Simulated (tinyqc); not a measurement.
What moves the results: Kronig-Penney superlattice by transfer matrices. A value that a table varies takes the place of the one given here.

Wells (width a, potential 0, mass mw) alternate with barriers (width b, height V0, mass mb); period d = a + b; c = hbar^2/2m0. The vector (psi, psi'/m) is continuous, and a layer of thickness t carries it by M = [[cos kt, (m/k) sin kt], [-(k/m) sin kt, cos kt]] with k = sqrt(m (E - V)/c); for E < V, k = i kappa gives [[cosh, (m/kappa) sinh], [(kappa/m) sinh, cosh]] of kappa t. A Bloch state obeys cos(q d) = tr(Mb Mw)/2.

Constants: hbar^2/2m0 = 3.80998211 eV angstrom^2.

Inputs chosen for the exercise (near those of a GaAs superlattice with barriers of AlGaAs; shifted at random, so the results belong to these values and not to a real crystal): a = 83 angstrom (well width); V0 = 0.267 eV (barrier height); mw = 0.0678 m0 (mass in the wells); mb = 0.0944 m0 (mass in the barriers); bs = (20, 30, 40, 52, 64, 80, 100) angstrom (barrier widths); b = 40 angstrom (barrier width).

## Barrier width

First miniband against b. m_z = -2 c f'/d^2 with f = tr M/2 at the bottom of the band. E1 is the level of the single well, kappa1 its decay constant in the barrier.

First miniband:
```
b (angstrom)  bottom (eV)  top (eV)  W (meV)    ln W  m_z (m0)
20.0               0.0314    0.0495    18.14   2.898     0.107
30.0               0.0360    0.0446    8.566   2.148     0.164
40.0               0.0382    0.0422    4.046   1.398     0.271
52.0               0.0394    0.0410    1.645   0.498     0.528
64.0               0.0399    0.0405   0.6692  -0.402      1.07
80.0               0.0401    0.0403   0.2017  -1.601      2.86
100.0              0.0402    0.0402  0.04503  -3.100      10.1
```

E1 = 0.0402 eV
kappa1 = 0.0750 1/angstrom

W falls from 18.1 to 0.05 meV, and both edges close in on E1. The slope of ln W is -0.0750 per angstrom over the first two rows and -0.0750 over the last two, against -kappa1 = -0.0750: the width follows one power of the tunnelling amplitude once the wells couple weakly. m_z grows by a factor 94.6.

## From one barrier to a miniband

Transmission through N barriers separated by wells, between leads of the well material: T = 4/[(M11 + M22)^2 + (u M12 - M21/u)^2] with u = k/mw and M the product over all layers; twelve evenly spaced energies around the first miniband.

Transmission:
```
E (eV)    tr M/2 of a period    N = 1     N = 2     N = 4     N = 8
0.036371               2.018  0.00558  0.000344  1.69e-06  4.14e-11
0.037107               1.597  0.00572  0.000563  8.37e-06  1.96e-09
0.037842               1.189  0.00585   0.00104  7.77e-05  5.99e-07
0.038578               0.794  0.00599   0.00239   0.00875   0.00294
0.039313               0.410  0.00614   0.00909   0.00518    0.0833
0.040049               0.038  0.00628     0.517     0.212    0.0644
0.040785              -0.322  0.00642    0.0154   0.00617    0.0229
0.041520              -0.671  0.00656   0.00366    0.0832    0.0231
0.042256              -1.008  0.00671   0.00166  0.000389  7.54e-05
0.042992              -1.335  0.00686  0.000967  3.68e-05  6.23e-08
0.043727              -1.651  0.00700  0.000646  8.16e-06  1.37e-09
0.044463              -1.957  0.00715  0.000470  2.65e-06  8.64e-11
```

5 of the energies lie in the miniband (|tr M/2| <= 1); there T for N = 8 runs between 0.00294 and 0.0833. In the gaps it falls with N: at E = 0.0445 eV from 2.65e-06 (N = 4) to 8.64e-11 (N = 8), a slope of ln T of -2.58 a period, against -2 arccosh|tr M/2| = -2.58.

## What each parameter does

Bottom and width of the first miniband, the gap above it, and m_z = -2 c f'/d^2 with f = tr M/2. Each row changes one parameter from the base and keeps the others.

Results:
```
case             bottom (eV)  width (meV)  gap (meV)  m_z (m0)
base                  0.0382          4.0      104.4    0.2711
a = 91 angstrom       0.0336          3.3       93.4    0.2928
b = 46 angstrom       0.0389          2.6      107.7    0.3759
V0 = 0.227 eV         0.0357          5.2       95.3    0.2167
mw = 0.0746 m0        0.0366          3.6       99.6    0.2999
mb = 0.0802 m0        0.0393          5.2      103.7    0.2167
```

The largest shifts from the base row, up to three for each result and ties (the steps differ in size, so this ranks the rows, not the parameters). bottom (eV): a -0.0046, V0 -0.0025, mw -0.0016. width (meV): b -1.5, V0 +1.2, mb +1.1. gap (meV): a -11.1, V0 -9.1, mw -4.9. m_z (m0): b +0.1048, V0 -0.0544, mb -0.0543.

(tinyqc, `OMP_NUM_THREADS=1 python tinyqc.py 1281866 1281867 out.jsonl`, Intel(R) Xeon(R) Processor @ 2.30GHz, 1 thread, shared host, about 0.07 s.)
